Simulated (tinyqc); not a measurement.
Worked calculation: bound state in one dimension: Numerov shooting, finite differences, DVR. Computed by tinyqc, a small Python program that keeps every step. Settings: points = 64. Command: `OMP_NUM_THREADS=1 python tinyqc.py 22401 22402 out.jsonl` (the two numbers bound the seeds that draw the settings). One thread of a shared host (Intel(R) Xeon(R) Processor @ 2.60GHz), about 0.01 s of CPU time with the checks.

## Numerov steps at E = 0.1

One particle of mass 1 in V = 5.94 (x^2 - 2.18^2)^2 / 2.18^4 (atomic units), psi = 0 at both ends:

| parameter | value |
|---|---|
| left end | -3.400000 |
| right end | 3.400000 |
| intervals | 64 |
| h | 0.106250 |
| state sought (nodes) | 3 |

k_i = 2 m (E - V_i); (1 + h^2 k_(i+1)/12) y_(i+1) = 2 (1 - 5 h^2 k_i/12) y_i - (1 + h^2 k_(i-1)/12) y_(i-1), from y_0 = 0, y_1 = 0.001.

Points along the way:

| i | x | V | k | y |
|---|---|---|---|---|
| 0 | -3.40000 | 12.18845 | -24.17690 | 0.00000 |
| 1 | -3.29375 | 9.77475 | -19.34951 | 0.00100 |
| 2 | -3.18750 | 7.69121 | -15.18242 | 0.00221 |
| 3 | -3.08125 | 5.91329 | -11.62657 | 0.00380 |
| 4 | -2.97500 | 4.41725 | -8.63450 | 0.00589 |
| 5 | -2.86875 | 3.18018 | -6.16036 | 0.00854 |
| 21 | -1.16875 | 3.01608 | -5.83216 | 0.11935 |
| 22 | -1.06250 | 3.45315 | -6.70630 | 0.14774 |
| 23 | -0.95625 | 3.87407 | -7.54814 | 0.18742 |
| 24 | -0.85000 | 4.27119 | -8.34238 | 0.24326 |
| 25 | -0.74375 | 4.63768 | -9.07537 | 0.32227 |
| 26 | -0.63750 | 4.96751 | -9.73502 | 0.43469 |

## Bisection on the node count

With more sign changes than the state has nodes (the last point included) the energy is too high, else too low; the bracket starts as 0.1 to 12.

Trials:

| trial | E | sign changes | y at the right end | next |
|---|---|---|---|---|
| 1 | 6.0500000 | 4 | 7.42e-03 | lower |
| 2 | 3.0750000 | 2 | 5.28e+00 | raise |
| 3 | 4.5625000 | 4 | 2.47e-02 | lower |
| 4 | 3.8187500 | 2 | 3.99e-01 | raise |
| 5 | 4.1906250 | 2 | 1.50e-02 | raise |
| 6 | 4.3765625 | 4 | 5.83e-04 | lower |
| 7 | 4.2835937 | 2 | 1.64e-04 | raise |
| 8 | 4.3300781 | 3 | -1.13e-03 | raise |
| 9 | 4.3533203 | 3 | -6.01e-04 | raise |
| 10 | 4.3649414 | 3 | -8.60e-05 | raise |
| 11 | 4.3707520 | 4 | 2.30e-04 | lower |
| 12 | 4.3678467 | 4 | 6.72e-05 | lower |
| 13 | 4.3663940 | 3 | -1.06e-05 | raise |
| 14 | 4.3671204 | 4 | 2.80e-05 | lower |
| ... | ... | ... | ... | ... |
| 29 | 4.3665942 | 4 | 1.38e-10 | lower |
| 30 | 4.3665942 | 3 | -4.49e-10 | raise |
| 31 | 4.3665942 | 3 | -1.56e-10 | raise |

eigenvalue = 4.3665942 hartree

## The same grid by other methods

Three-point finite differences and the sine-DVR kinetic matrix of Colbert and Miller on the same points.

Lowest levels (hartree):

| state | finite differences | DVR |
|---|---|---|
| 0 | 1.52981 | 1.53280 |
| 1 | 1.53096 | 1.53393 |
| 2 | 4.27512 | 4.28625 |
| 3 | 4.35396 | 4.36667 |
| 4 | 6.16870 | 6.18494 |
| 5 | 6.97902 | 7.01402 |
